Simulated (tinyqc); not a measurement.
Pinning of the barrier by interface states.

Cowley-Sze model with the space charge neglected: phiB = S (phiM - chi) + (1 - S)(Eg - phi0), S = 1/(1 + q Dit dl/(eps0 ei)), dl in cm.

Values chosen for this exercise; band and dielectric values close to those of silicon:

| symbol | value | unit | meaning |
|---|---|---|---|
| Eg | 1.14 | eV | band gap |
| chi | 4.02 | eV | electron affinity |
| dl | 0.4 | nm | thickness of the interfacial layer |
| ei | 3.9 |  | relative permittivity of the interfacial layer |
| phi0 | 0.61 | eV | neutral level above the valence band |
| phiM | 4.74 | eV | metal work function |

Constants: q = 1.602176634e-19 C, eps0 = 8.8541878128e-14 F/cm where lengths are in cm. Results are converted to the units shown.

Pinning of the barrier by interface states:

| Dit (cm^-2 eV^-1) | S | phiB (eV) | change of phiB for 0.5 eV more work function (eV) |
|---|---|---|---|
| 1e11 | 0.9981 | 0.7196 | 0.4991 |
| 3e11 | 0.9945 | 0.7189 | 0.4972 |
| 1e12 | 0.9818 | 0.7165 | 0.4909 |
| 3e12 | 0.9473 | 0.7100 | 0.4736 |
| 1e13 | 0.8435 | 0.6903 | 0.4217 |
| 3e13 | 0.6424 | 0.6520 | 0.3212 |
| 1e14 | 0.3502 | 0.5965 | 0.1751 |
| 3e14 | 0.1523 | 0.5589 | 0.07613 |
| 1e15 | 0.05113 | 0.5397 | 0.02556 |

S falls from 0.998 to 0.0511, passing 1/2 at Dit = eps0 ei/(q dl) = 5.39e13 cm^-2 eV^-1. The barrier falls from 0.720 to 0.540 eV, from near the Schottky-Mott value phiM - chi = 0.720 eV towards the pinned value Eg - phi0 = 0.530 eV.

Computed by the program tinyqc: `OMP_NUM_THREADS=1 python tinyqc.py 2020096 2020097 out.jsonl`, one thread of a shared Intel Xeon 2.30GHz, about 0.06 s for the whole run.
